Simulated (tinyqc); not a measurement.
Propagation of a band-gap error through k.p and effective-mass formulas, step by step. Values are carried at full precision from step to step, so a last printed digit may differ when a step is redone from the rounded ones.

Chain, for a gap E (the reference Eg or another value), with Ep and Dso kept: 1/me = 1 + Ep (E + 2 Dso/3)/(E (E + Dso)); g* = 2 - 2 Ep Dso/(3 E (E + Dso)); g1(E) = g1 + (Ep/3)(1/E - 1/Eg), g2(E) = g2 + (Ep/6)(1/E - 1/Eg), light hole 1/(g1 + 2 g2), heavy hole 1/(g1 - 2 g2) along [100]; optical constant ei(E) = 1 + (ei - 1)(EP/(EP + E - Eg))^2, static e0(E) = ei(E) + e0 - ei.

Constants: Ry = 13.60569312 eV; a0 (Bohr radius) = 0.5291772105 angstrom; kB = 8.617333262e-05 eV/K; hbar^2/2m0 = 3.80998211 eV angstrom^2.

Inputs chosen for the exercise (reference values near those of InAs, gap at low temperature; the results hold for these values, not for the real material):
- Eg = 0.411 eV (gap at Gamma to the s-like level)
- Dso = 0.391 eV (spin-orbit splitting)
- Ep = 21.3 eV (Kane energy)
- g1 = 20 (Luttinger gamma1)
- g2 = 8.5 (gamma2)
- e0 = 15.04 (static dielectric constant)
- ei = 12.52 (optical dielectric constant)
- EP = 4.74 eV (mean (Penn) gap)
- Eg2 = 0.452 eV (a wrong gap, of the size a hybrid functional can give)
- mh = 0.59 m0 (density-of-states mass of the holes)
- T = 400 K (temperature)
- k = 0.023 1/angstrom (wave vector)

## Masses, g factor and screening for both gaps

Evaluate the chain at Eg and at Eg2.

Band values at the two gaps:
```
quantity      at Eg   at Eg2  ratio
me          0.02252  0.02449  1.087
g*           -14.84   -12.57      -
g1            20.00    18.43  0.922
g2            8.500    7.717  0.908
light hole  0.02703  0.02953  1.093
heavy hole   0.3333   0.3333  1.000
ei            12.52    12.32  0.984
e0            15.04    14.84  0.987
```

The gap is off by a factor of 1.10; the electron mass follows with 1.09 and the light hole with 1.09, while the heavy hole, which does not couple to the conduction level, keeps its value. The optical constant changes less, by -2 %, as it answers to the mean gap, which shifts by the same +0.04 eV on a base of 4.74 eV. g* moves by +2.27; remote bands, left out here, shift it by tenths or, where it is large, by some per cent.

## Binding energies and densities for both gaps

Donor: R = Ry me/e0^2, a_B = a0 e0/me, Mott density (0.26/a_B)^3. Nc, Nv = 2 (m kT/(4 pi c))^(3/2), c = hbar^2/2m0, ni = sqrt(Nc Nv) exp(-E/2kT). Exciton: Ry mu/e0^2 with 1/mu = 1/me + g1(E). 1 angstrom^-3 = 1e24 cm^-3.

Use the values of the table.

Results:
```
quantity                  at Eg     at Eg2  ratio
R (meV)                   1.355      1.512   1.12
a_B (angstrom)            353.4      320.8  0.908
Mott density (cm^-3)  3.982e+14  5.325e+14   1.34
Nc (cm^-3)            1.306e+17  1.480e+17   1.13
ni (cm^-3)            3.894e+15  2.287e+15  0.587
exciton (meV)            0.9339      1.042   1.12
```

Power laws carry the error on: the donor energy (me/e0^2) by a factor of 1.12, the Mott density (cube of me/e0) by 1.34. ni, with its exponential, changes by a factor of 0.587, that is 0.2 decades.

## A scissor shift and what it does not mend

A rigid shift D = Eg - Eg2 of the conduction band restores the gap but leaves the curvature, so the mass stays me(Eg2); redoing the sum 1/m = 1 + Ep (E + 2 Dso/3)/(E (E + Dso)) with E = Eg and the same Ep gives another mass. For optics, eps2 at the edge goes as |p|^2/E^2: a rigid shift keeps the dipole elements p/E, while shifting the energies under unchanged p scales eps2 by (Eg2/Eg)^2.

shift D = -0.041 eV
mass under a rigid shift = 0.0245 m0
mass from the sum with the corrected gap = 0.0225 m0
factor on eps2 if p is left unscaled = 1.209

The rigid shift leaves the mass off by a factor of 1.09. The mass from the corrected gap is the reference me(Eg) here, because the exercise keeps Ep fixed; a real correction of the gap depends on k and changes Ep as well.

## Far from the edge the relative error shrinks

Two-level dispersion E(k) = sqrt(E^2/4 + Ep c k^2) - E/2 at k/4, k, 4k for both gaps, c = hbar^2/2m0.

Energies above the edge:
```
k (1/angstrom)  at Eg (eV)  at Eg2 (eV)  ratio
0.00575             0.0064       0.0059  0.912
0.02300             0.0863       0.0806  0.934
0.09200             0.6484       0.6330  0.976
```

The ratio tends to Eg/Eg2 = 0.91 at k = 0 and goes from 0.912 to 0.976: at large k both curves approach the same slope sqrt(Ep c), while their distance in eV grows towards |Eg - Eg2|/2.

## Checks

- Chain at E = Eg against the inputs g1, g2, ei, e0: they agree to 1e-10 or better.

(tinyqc, `OMP_NUM_THREADS=1 python tinyqc.py 1880985 1880986 out.jsonl`, Intel(R) Xeon(R) Processor @ 2.30GHz, 1 thread, shared host, about 0.01 s.)
